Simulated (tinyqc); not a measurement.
# Frequency dispersion of an accumulation capacitance by border traps, distributed model: two studies

Traps spread evenly through the insulator exchange electrons with the semiconductor by tunnelling, with tau(x) = t0 exp(2 ka x) at depth x from the interface. The admittance per area Y seen at depth x obeys dY/dx = -Y^2/(i w eps0 eox) + q Nb ln(1 + i w tau)/tau, with Y(0) = i w Cs and w = 2 pi f; the gate sees Y(tox) = G + i w C. Working variable y = Y/(i w), in uF/cm^2. Cox = eps0 eox/tox.

Parameters, values chosen for the exercise; permittivity close to that of hafnium oxide:
- eox = 18.7 (relative permittivity of the insulator)
- tox = 7.1 nm (insulator thickness)
- Cs = 2 uF/cm^2 (semiconductor capacitance in accumulation)
- Nb = 8.1e18 cm^-3 eV^-1 (density of border traps)
- ka = 5.2 1/nm (decay constant of the wave function in the insulator)
- t0 = 8e-9 s (time constant of a trap at the interface)
- f = 10000 Hz (frequency)

Constants: q = 1.602176634e-19 C, eps0 = 8.8541878128e-14 F/cm where lengths are in cm. Results are converted to the units shown.

Each table varies one quantity; the others keep the values above.

## Capacitance and loss against frequency

Cox; trap-free value 1/(1/Cox + 1/Cs); response depth d = ln(1/(w t0))/(2 ka), where w tau = 1; lumped estimate: all traps within d act as C_bt = q Nb d placed at d/2, so C = 1/{1/[1/(1/Cs + d/(2 eps0 eox)) + C_bt] + (tox - d/2)/(eps0 eox)}. C and G from a fine integration; dispersion -d C/d log10 f over C, from f times and over 1.1. For a broad spread of time constants G/w is close to -(pi/2) dC/d ln w.

The same in every row: trap-free C (uF/cm^2) = 1.077.

Capacitance and loss against frequency:
```
f (Hz)   d (nm)  C (uF/cm^2)  G/w (uF/cm^2)  dispersion (% a decade)  -(pi/2) dC/d ln w (uF/cm^2)  lumped C (uF/cm^2)
10        1.395        1.141       0.007381                   0.9482                     0.007380               1.136
100       1.173        1.130       0.007107                   0.9215                     0.007106               1.126
1000     0.9517        1.120       0.006841                   0.8951                     0.006840               1.116
10000    0.7303        1.110       0.006582                   0.8690                     0.006582               1.106
1e5      0.5089        1.101       0.006324                   0.8431                     0.006331               1.097
1e6      0.2875        1.092       0.006002                   0.8170                     0.006084               1.088
1e7     0.06614        1.083       0.005006                   0.7377                     0.005450               1.079
```

What does the comparison show?

C falls from 1.141 to 1.083 uF/cm^2, towards the trap-free 1.077; each decade of frequency removes ln 10/(2 ka) = 0.221 nm from the response depth. The dispersion falls from 0.948 to 0.738 % a decade and G/w falls from 0.00738 to 0.00501 uF/cm^2. G/w lies between 0.918 and 1.00 times -(pi/2) dC/d ln w, the relation for a broad spread of time constants.

## Effect of the density of border traps

Same model as above.

The same in every row: d (nm) = 0.7303; trap-free C (uF/cm^2) = 1.077.

Effect of the density of border traps:
```
Nb (cm^-3 eV^-1)  C (uF/cm^2)  G/w (uF/cm^2)  dispersion (% a decade)  -(pi/2) dC/d ln w (uF/cm^2)  lumped C (uF/cm^2)
1e18                    1.081       8.439e-4                   0.1144                     8.439e-4               1.080
2e18                    1.085       0.001679                   0.2268                     0.001679               1.084
6e18                    1.102       0.004930                   0.6559                     0.004930               1.098
1e19                    1.118       0.008045                    1.055                     0.008045               1.113
3e19                    1.194        0.02180                    2.675                      0.02179               1.179
7e19                    1.325        0.04215                    4.658                      0.04210               1.295
2e20                    1.619        0.07316                    6.584                      0.07272               1.558
4e20                    1.872        0.08393                    6.493                      0.08291               1.791
```

As Nb goes from 1e18 to 4e20, C rises from 1.08 to 1.87 uF/cm^2, the dispersion goes from 0.114 through a maximum of 6.58 (at Nb = 2e20 among the rows listed) to 6.49 % a decade and G/w rises from 8.44e-4 to 0.0839 uF/cm^2. The lumped estimate is 0.050 % below C in the first row and 4.3 % below it in the last. The dispersion goes as Nb^(0.99) between the first two rows and Nb^(-0.02) between the last two: dense traps near the interface screen those behind them.

Program tinyqc, `OMP_NUM_THREADS=1 python tinyqc.py 2202131 2202132 out.jsonl`; Intel Xeon 2.30GHz, shared host, one thread, about 0.4 s.
